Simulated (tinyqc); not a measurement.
Tight binding, honeycomb lattice, step by step. One step of it, computed by the program tinyqc.

Question. Bloch Hamiltonian at K. H_AB = -t1 (1 + exp(-i k.a1) + exp(-i k.a2)); H_AA = delta - 2 t2 sum cos(k.b + phi), H_BB = -delta - 2 t2 sum cos(k.b - phi), b = a1, a2 - a1, -a2.

Parameters chosen for this model:
```
parameter     value                        unit
t1         1.740000                 eV, nearest
t2         0.210000       eV, second neighbours
phi               0  rad, phase of t2 (Haldane)
delta             0          eV, +/- on A and B
```

k point K (fractions of the reciprocal vectors): [0.333333, 0.666667]

Give: H(k) at K.

Answer.

H(k) at K (eV), order A, B:
```
[[0.6300, 0.0000],
 [0.0000, 0.6300]]
```
